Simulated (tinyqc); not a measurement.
Bandgap voltage reference from two bipolar transistors: output against temperature.

Two transistors of area 1 and N carry the same current I. Is(T) = Is (T/T0)^eta exp[(Vg0 q/kB)(1/T0 - 1/T)], VBE1 = Vt ln(I/Is(T)) + I rb, VBE2 = Vt ln(I/(N Is(T))) + I rb/N. The amplifier forces I R1(T) = VBE1 - VBE2 + Vos, with R(T) = R (1 + tc (T - T0)) for both resistors, and the output is Vref = VBE1 + I R2(T). Base currents and the Early effect are neglected.

Vt = kB T/q; I = (Vt ln N + Vos)/(R1(T) - rb (1 - 1/N)).

Parameters, values chosen for the exercise; values of the order met in silicon bipolar transistors: reference temperature T0 = 298 K; band-gap voltage extrapolated to 0 K Vg0 = 1.198 V; temperature exponent of the saturation current eta = 3; saturation current of the unit transistor at T0 Is = 1.5e-18 A; area ratio of the second transistor N = 8; resistor across which the difference of VBE falls, at T0 R1 = 7.6 kohm; temperature coefficient of both resistors tc = 0 ppm/K; offset of the amplifier Vos = 0 mV; series resistance of the unit transistor rb = 0 ohm; output resistor at T0 R2 = 70.12 kohm.

Constants: q = 1.602176634e-19 C, kB = 1.380649e-23 J/K. Results are converted to the units shown.

Result of one run:

| I (uA) | VBE1 (V) | I R2 (V) | Vref (V) | Vref - Vref(T0) (mV) | dVref/dT (uV/K) |
|---|---|---|---|---|---|
| 9.973 | 0.5354 | 0.6993 | 1.235 | -7.127 | -85.44 |

Which temperature T gave this result: 218, 373, 398 or 423 K?

T = 423 K.

The whole series:

| T (K) | I (uA) | VBE1 (V) | I R2 (V) | Vref (V) | Vref - Vref(T0) (mV) | dVref/dT (uV/K) |
|---|---|---|---|---|---|---|
| 218 | 5.140 | 0.8814 | 0.3604 | 1.242 | -0.03729 | 28.80 |
| 233 | 5.494 | 0.8570 | 0.3852 | 1.242 | 0.3078 | 17.34 |
| 253 | 5.965 | 0.8241 | 0.4183 | 1.242 | 0.5107 | 3.143 |
| 273 | 6.437 | 0.7910 | 0.4513 | 1.242 | 0.4408 | -9.969 |
| 298 | 7.026 | 0.7492 | 0.4927 | 1.242 | 0 | -25.07 |
| 323 | 7.616 | 0.7071 | 0.5340 | 1.241 | -0.8026 | -38.95 |
| 348 | 8.205 | 0.6646 | 0.5753 | 1.240 | -1.939 | -51.80 |
| 373 | 8.795 | 0.6218 | 0.6167 | 1.239 | -3.385 | -63.76 |
| 398 | 9.384 | 0.5788 | 0.6580 | 1.237 | -5.121 | -74.94 |
| 423 | 9.973 | 0.5354 | 0.6993 | 1.235 | -7.127 | -85.44 |

VBE1 falls by 1.69 mV/K on average and I R2 rises by 1.65 mV/K. The slope of Vref vanishes at T = 258 K. Between 233 and 398 K Vref spans 5.64 mV, or 27.5 ppm/K by the box method (span over the average over T, over 165 K).

Program tinyqc, `OMP_NUM_THREADS=1 python tinyqc.py 2062001 2062002 out.jsonl`; Intel Xeon 2.30GHz, shared host, one thread, about 0.02 s.
